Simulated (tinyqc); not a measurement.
# Insulator thickness and V0 from two charges

Question. In an undoped wire Vg - V0 = Q/Cox + Vt ln(Q/Q0) + Vt ln(1 + Q/Q0) at the source, with Q0 = 4 eps0 eps_r Vt/R and Cox = eps0 eox/(R ln(1 + tox/R)). Find Cox, tox and V0.

Inputs (values chosen for the exercise); material values those of a made-up semiconductor: temperature T = 300 K; relative permittivity of the semiconductor eps_r = 14.8; relative permittivity of the gate insulator eox = 24.9; wire radius R = 6 nm.

Constants: q = 1.602176634e-19 C, kB = 1.380649e-23 J/K, Vt = kB T/q, eps0 = 8.8541878128e-14 F/cm where lengths are in cm. Results are converted to the units shown.

Qs at Vg = 1.01 and 1.41 V (nC/cm^2): [1351.2973, 3692.6435]

Answer. The two equations are linear in 1/Cox and V0; tox follows by inverting the logarithm.

Cox = 6.680 uF/cm^2
tox = 4.400 nm
V0 = 0.7112 V

tinyqc, about 0.02 s, one thread, Intel Xeon 2.30GHz (shared host): `OMP_NUM_THREADS=1 python tinyqc.py 2460005 2460006 out.jsonl`
